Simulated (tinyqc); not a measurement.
Valley splitting plane by plane: thin (001) film in sp3s* tight binding with raised dangling bonds.

Planes alternate anion (a), cation (c) along [001], a/4 apart, starting with an anion; zero in-plane momentum; levels counted from the bulk Ev, the lower root of [[Epa, Vxx], [Vxx, Epc]]; no spin-orbit coupling. Block of s, pz, s*: from an anion to the cation above, Vss/2 (s,s), Vsapc/2 (s,z), -Vscpa/2 (z,s), Vxx/2 (z,z), Vxapc/2 (s*,z), -Vpaxc/2 (z,s*); to the cation below the same with the s-z and s*-z signs reversed. Block of u = (px + py)/sqrt2 and v = (px - py)/sqrt2: to the cation above (Vxx + Vxy)/2 for u and (Vxx - Vxy)/2 for v, to the cation below the reverse. Each surface atom has two dangling sp3 hybrids; raising both by dl adds (dl/2) [[1, t], [t, 1]] to its s, pz levels (t = -1 at the bottom face, +1 at the top) and dl to the one of u, v in whose plane the missing bonds lie (v for a bottom anion or a top cation, u for a top anion).

Values chosen for the exercise (out of a larger set: near a published set for Si, fitted to gaps, whose masses and valley positions are rough; not measured data):
```
symbol  value                                                                                     unit  meaning
p       (-4.196, 1.713, -4.196, 1.713, 6.685, 6.685, -8.226, 1.705, 4.603, 5.7, 5.7, 5.36, 5.36)  eV    order Esa, Epa, Esc, Epc, Exa, Exc, Vss, Vxx, Vxy, Vsapc, Vscpa, Vxapc, Vpaxc
dp      30                                                                                        eV    value of dl for the passivated films
N0      15                                                                                              first number of planes
```

edges (eV): Gamma 3.41000, Delta 1.16263

kz of the minimum = 0.73192 2 pi/a

Ten passivated films from N0 planes on; the phase is N pi k0/2 modulo pi, k0 the position of the bulk minimum.

Lowest doublet:
```
N   phase/pi  mean shift (meV)  splitting (meV)
15     0.489            106.13            5.808
16     0.855             94.25           10.053
17     0.221             84.21           11.073
18     0.587             75.38            0.504
19     0.953             68.23            7.722
20     0.319             61.86            5.842
21     0.685             56.30            1.634
22     0.051             51.63            5.630
23     0.417             47.35            2.793
24     0.783             43.65            2.354
```

What can be read from this table?

The splitting ranges from 0.50 meV (N = 18) to 11.07 meV (N = 17), while the mean shift goes from 106 to 44 meV and falls steadily. The splitting changes direction 5 times in these ten films, and one plane more changes it by up to 10.57 meV: it hangs on the phase between the two faces, which is why atomic steps matter.

Program tinyqc; command `OMP_NUM_THREADS=1 python tinyqc.py 1452146 1452147 out.jsonl`; about 0.4 s on one thread of a shared Intel(R) Xeon(R) Processor @ 2.30GHz.
